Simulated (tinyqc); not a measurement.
Core-level spacing from the offsets.

Inverse problem. For an overlayer B on a substrate A, dEv = (iB - iA) - (cB - vB) + (cA - vA) in binding energies, and dEc + dEv = EgB - EgA. Find dEv and the spacing iB - iA that a thin film must show.

Parameters, values chosen for the exercise: gap of the substrate A EgA = 3.38 eV; gap of the overlayer B EgB = 8.83 eV.

dEc = 3.2387081 eV
cA - vA = 51.551292 eV
cB - vB = 57.51 eV

Solution. The gaps give dEv, and the Kraut relation is solved for the spacing.

dEv = 2.2113 eV
iB - iA = 8.1700 eV

tinyqc, about 0.01 s, one thread, Intel Xeon 2.30GHz (shared host): `OMP_NUM_THREADS=1 python tinyqc.py 2410149 2410150 out.jsonl`
